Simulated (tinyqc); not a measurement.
## Charge pumping in an n-channel transistor: effect of temperature

The gate is pulsed from accumulation to inversion and back. Energies E are counted from the intrinsic level; Dit(E) = D0 [1 + b (2 E/Eg)^2]. During each edge the traps near the bands emit their carriers, and those between Eh and Ee recombine once a cycle.

Nc and Nv are given at 350 K and scale as T^1.5, vth as T^0.5; Eg and the cross-sections are held. ni = sqrt(Nc Nv) exp(-Eg/(2 Vt)), Eg in volts; emission times te = (dV/Va) tf and th = (dV/Va) tr; Ee = -Vt ln(vth sn ni te), Eh = +Vt ln(vth sp ni th). Nit = integral of Dit from Eh to Ee = D0 [Ee - Eh + 4 b (Ee^3 - Eh^3)/(3 Eg^2)], Qcp = q A Nit, Icp = f Qcp.

Inputs (values chosen for the exercise); band and dielectric values close to those of silicon:
```
symbol,value,unit,meaning
Eg,1.11,eV,band gap
Nc,3.47e19,cm^-3,conduction-band density of states at 350 K
Nv,3.35e19,cm^-3,valence-band density of states at 350 K
A,25,um^2,gate area
D0,6.4e11,cm^-2 eV^-1,trap density at midgap
b,0,,rise of the trap density towards the band edges
sn,4.6e-15,cm^2,cross-section for electrons
sp,6.4e-16,cm^2,cross-section for holes
vth,1.6e7,cm/s,"thermal velocity at 350 K, one nominal value for electrons and holes"
dV,1.1,V,Vth - Vfb
Va,2.7,V,pulse height
f,75000,Hz,frequency
tr,680,ns,rise time
tf,2300,ns,fall time
```

Constants: q = 1.602176634e-19 C, kB = 1.380649e-23 J/K, Vt = kB T/q. Results are converted to the units shown.

Result of one run:
```
T (K),Ee (eV),Eh (eV),Nit (cm^-2),Icp (pA)
220,0.2945,-0.3550,4.156e11,1249
```

What becomes of these results when the temperature T is changed from 220 to 300 K, all else the same?

Result of the changed run:
```
T (K),Ee (eV),Eh (eV),Nit (cm^-2),Icp (pA)
300,0.1837,-0.2662,2.879e11,865.0
```

The whole series:
```
T (K),Ee (eV),Eh (eV),Nit (cm^-2),Icp (pA)
180,0.3481,-0.3976,4.772e11,1434
220,0.2945,-0.3550,4.156e11,1249
260,0.2396,-0.3111,3.525e11,1059
300,0.1837,-0.2662,2.879e11,865.0
340,0.1269,-0.2204,2.222e11,667.6
380,0.06922,-0.1737,1.555e11,467.0
```

The window Ee - Eh shrinks from 0.746 to 0.243 eV, since emission is faster when hot, and Icp falls from 1430 to 467 pA.

Range of the model: The Fermi levels of inversion and accumulation are taken to lie beyond Ee and Eh, the flat tops to fill all traps, and no geometric current is added.

Numbers from tinyqc (`OMP_NUM_THREADS=1 python tinyqc.py 2030142 2030143 out.jsonl`; about 0.01 s on one thread of a shared Intel Xeon 2.30GHz).
